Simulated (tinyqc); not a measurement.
# Absorption coefficient and reflectance from two thicknesses

Question. With transparent contact layers the responsivity is (1 - Rf)(1 - exp(-al wi)) q lam/(h c). The second absorber is twice as thick as the first. Find al and Rf.

Values chosen for this exercise: wavelength lam = 1550 nm.

Constants: q = 1.602176634e-19 C, h = 6.62607015e-34 J s, c = 299792458 m/s. Results are converted to the units shown.

responsivity for wi = 0.65 and 1.3 um (A/W): [0.44773808, 0.72668134]

Answer. The ratio of the responsivities is 1 + exp(-al w1), which gives al; either value then gives 1 - Rf.

al = 7.28e3 1/cm
Rf = 0.0500

Program tinyqc, `OMP_NUM_THREADS=1 python tinyqc.py 2250004 2250005 out.jsonl`; Intel Xeon 2.30GHz, shared host, one thread, about 0.01 s.
